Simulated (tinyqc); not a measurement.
Binary melting diagram from solution models of liquid and solid: one step, computed by the program tinyqc. Command: `OMP_NUM_THREADS=1 python tinyqc.py 3024272 3024273 out.jsonl melt walk`. One thread of a shared host (Intel(R) Xeon(R) Processor @ 2.30GHz), about 0.01 s of CPU time with the checks.

x is the fraction of B. In a phase with interaction L: mu_A = G_A + R T ln(1 - x) + L x^2, mu_B = G_B + R T ln x + L (1 - x)^2. Melting: G(liquid) - G(solid) = H (1 - T/T_m) for each pure component.

Problem. Temperature and melting free energies. T = T_A + u (T_B - T_A). The ideal solution has k_A = exp(dG_A/(R T)) = (1 - xs)/(1 - xl) and k_B = exp(dG_B/(R T)) = xs/xl, so xl = (1 - k_A)/(k_B - k_A).

Inputs (values chosen for the exercise, for a model alloy):

| quantity | value | unit |
|---|---|---|
| melting point T_A | 985 | K |
| melting point T_B | 1220 | K |
| heat of melting H_A | 23.8 | kJ/mol |
| heat of melting H_B | 25.5 | kJ/mol |
| position of T, (T - T_A)/(T_B - T_A) | 0.26 | - |

Diagram: complete solid solution (lens).

Constants: R = 8.314462618 J/(mol K).

Give: T; dG_A; dG_B; ideal liquidus xl; ideal solidus xs.

Solution.

T = 1046.1 K

dG_A = -1.4763 kJ/mol

dG_B = 3.6348 kJ/mol

ideal liquidus xl = 0.23132

ideal solidus xs = 0.35132
